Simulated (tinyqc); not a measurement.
Worked calculation: Jacobi rotations on a symmetric matrix. One step of it, computed by the program tinyqc.

Problem. Jacobi rotation 2. Take the largest off-diagonal element A_pq; tan 2 theta = 2 A_pq / (A_qq - A_pp) with |theta| <= pi/4; A' = J^T A J with J_pp = J_qq = cos, J_pq = sin, J_qp = -sin.

A':
```
[[0.234463, -0.040432, 0.000000],
 [-0.040432, 0.869000, -0.100585],
 [0.000000, -0.100585, 1.029537]]
```

Give: p, q, theta; A'.

Solution.

p, q, theta (rad): [2.0000, 3.0000, -0.4486]

A':
```
[[0.2345, -0.0364, 0.0175],
 [-0.0364, 0.8206, 0.0000],
 [0.0175, 0.0000, 1.0780]]
```
